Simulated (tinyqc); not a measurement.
A coarse mesh hides or distorts the instability: Peierls distortion of a half-filled chain.

Atoms move by +/- u, so bonds change by -/+ 2u and hoppings are t +/- 2 al u. Bands E = -/+ sqrt((2 t cos x)^2 + D^2 sin^2 x) with D = 4 al u, x = k a in (0, pi/2); the gap is 2D. Energy per atom at zero temperature: E(u) = -mean_x sqrt(...) + 2 K u^2; exactly, the mean is (4t/pi) E(1 - z^2), z = D/2t, E the complete elliptic integral of the second kind with parameter m. Coupling lambda = 2 al^2/(pi t K).

Inputs chosen for the exercise: t = 2.74 eV (hopping of the even chain); al = 5.9 eV/angstrom (change of hopping with bond length); K = 31.2 eV/angstrom^2 (spring constant of a bond).

u0 from the gap equation K = 4 al^2 mean(sin^2 x/|E|) on the mesh x_j = (j + 1/2) pi/(2N); 0 where it has no root.

Results:

| N | u0 (angstrom) | gap (eV) | smallest \|E\| at u = 0 (eV) |
|---|---|---|---|
| 1 | 0.0000 | 0.000 | 3.875 |
| 2 | 0.0000 | 0.000 | 2.097 |
| 3 | 0.0450 | 2.125 | 1.418 |
| 4 | 0.0506 | 2.390 | 1.069 |
| 6 | 0.0526 | 2.483 | 0.715 |
| 8 | 0.0528 | 2.493 | 0.537 |
| 12 | 0.0529 | 2.495 | 0.358 |
| 20 | 0.0529 | 2.495 | 0.215 |
| 40 | 0.0529 | 2.495 | 0.108 |
| 4000 | 0.0529 | 2.495 | 0.001 |

How do the results move, and what explains it?

For N = 1 and 2 no distortion is found: the mesh leaves its own gap at u = 0, which cuts off the logarithm. u0 is within 1 % of the last row from N = 6 on; the mesh must resolve D = 1.248 eV, and the coherence length xi/a = 2t/D is 4.4.

Computed by tinyqc, a small Python program: `OMP_NUM_THREADS=1 python tinyqc.py 1651618 1651619 out.jsonl` (the numbers bound the seed that draws the inputs); one thread of a shared host (Intel(R) Xeon(R) Processor @ 2.30GHz), about 0.07 s for the whole set of steps.
